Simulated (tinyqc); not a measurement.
Length of a molecular wire: coherent transport through a tight-binding bridge. Computed by the program tinyqc. 

A uniform bridge between two chains:
```
parameter,value
site energy (eV),1.460000
hopping in the bridge (eV),1.230000
lead hopping (eV),1.780000
couplings (eV),"0.85, 1.17"
E (eV),0.110000
```

T = Gamma_L Gamma_R |G_1n|^2 with the self-energies of semi-infinite chains.

Transmission against length:
```
sites,T,ln T
2,7.3226e-01,-0.3116
3,6.6582e-01,-0.4067
4,3.7395e-01,-0.9836
5,6.2285e-01,-0.4735
6,7.7929e-01,-0.2494
7,3.8341e-01,-0.9587
8,5.3286e-01,-0.6295
9,8.8221e-01,-0.1253
10,4.0715e-01,-0.8986
```

E lies inside the band of the bridge (|E - e|/2h = 0.549 < 1): T does not decay but oscillates with length, between 0.374 and 0.882 here, as levels of the bridge pass E.
